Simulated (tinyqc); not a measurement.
One-sided p+-n junction, ionisation integral and breakdown: two steps of the calculation.

A p+ layer at x < 0 and an n drift layer from x = 0. Depletion approximation, built-in voltage neglected. Local ionisation coefficients alpha_n = an exp(-(bn/E)^mx), alpha_p = ap exp(-(bp/E)^mx). Electrons move towards +x, holes towards x = 0.

Inputs (values chosen for the exercise); material values close to those of gallium nitride:
- eps_r = 9.64 (relative permittivity)
- an = 2.78e8 1/cm (prefactor of the electron ionisation coefficient)
- bn = 3.38e7 V/cm (field constant for electrons)
- ap = 1.27e8 1/cm (prefactor of the hole ionisation coefficient)
- bp = 2.04e7 V/cm (field constant for holes)
- mx = 1 (exponent)
- N = 1.1e17 cm^-3 (donor density of the drift layer)
- V = 200 V (reverse voltage)
- fr = 0.5 (share of the depleted width that the grid covers)

Constants: q = 1.602176634e-19 C, eps0 = 8.8541878128e-14 F/cm where lengths are in cm. Results are converted to the units shown.

Problem 1. Field and ionisation coefficients on a grid. W = sqrt(2 eps0 eps_r V/(q N)), peak field E0 = q N W/(eps0 eps_r), falling linearly to 0 at W. Grid: 13 equal steps from 0 to fr W.

Give: W; x; E; alpha_n; alpha_p.

Solution 1.

W = 1.3918 um

```
point   x (um)  E (kV/cm)  alpha_n (1/cm)  alpha_p (1/cm)
0      0.00000     2873.9          2169.0        1.0495e5
1      0.05353     2763.3          1355.0           79011
2      0.10707     2652.8          813.98           58090
3      0.16060     2542.3          467.77           41581
4      0.21413     2431.7          255.61           28873
5      0.26766     2321.2          131.86           19364
6      0.32120     2210.7          63.669           12478
7      0.37473     2100.1          28.474          7677.7
8      0.42826     1989.6          11.645          4475.7
9      0.48179     1879.1          4.2869          2448.7
10     0.53533     1768.5          1.3928          1242.4
11     0.58886     1658.0         0.38954          575.81
12     0.64239     1547.5        0.090816          239.11
13     0.69592     1436.9        0.016923          86.736
```

Problem 2. Ionisation integrals by the trapezoid rule. G(x) = integral from 0 to x of (alpha_n - alpha_p); I_n = integral of alpha_n exp(-G) (electrons injected at x = 0), I_p = integral of alpha_p exp(G(end) - G) (holes injected at the far edge); M = 1/(1 - I). All integrals by the trapezoid rule on the grid.

```
point      x (um)  alpha_n (1/cm)  alpha_p (1/cm)
0      0.00000000       2169.0159     1.0495433e5
1      0.05353256       1355.0379       79011.119
2      0.10706511       813.98093       58089.825
3      0.16059767       467.76777       41581.060
4      0.21413023       255.60838       28872.916
5      0.26766279       131.86336       19364.199
6      0.32119534       63.669013       12478.412
7      0.37472790       28.473988       7677.6920
8      0.42826046       11.644943       4475.7469
9      0.48179302       4.2868948       2448.6571
10     0.53532557       1.3928327       1242.3622
11     0.58885813      0.38954344       575.80824
12     0.64239069     0.090816305       239.10984
13     0.69592324     0.016923129       86.735518
```

Find: G; alpha_n exp(-G); I_n; I_p; M_n; M_p.

Solution 2.

```
point        G  alpha_n exp(-G) (1/cm)
0       0.0000                  2169.0
1      -0.4830                  2196.4
2      -0.8441                  1893.3
3      -1.1075                  1415.8
4      -1.2941                   932.4
5      -1.4222                   546.7
6      -1.5069                   287.3
7      -1.5606                   135.6
8      -1.5930                    57.3
9      -1.6115                    21.5
10     -1.6214                     7.0
11     -1.6263                     2.0
12     -1.6284                     0.5
13     -1.6293                     0.1
```

I_n = 0.045933
I_p = 0.80287
M_n = 1.0481
M_p = 5.0727

Numbers from tinyqc (`OMP_NUM_THREADS=1 python tinyqc.py 2120108 2120109 out.jsonl`; about 0.07 s on one thread of a shared Intel Xeon 2.30GHz).
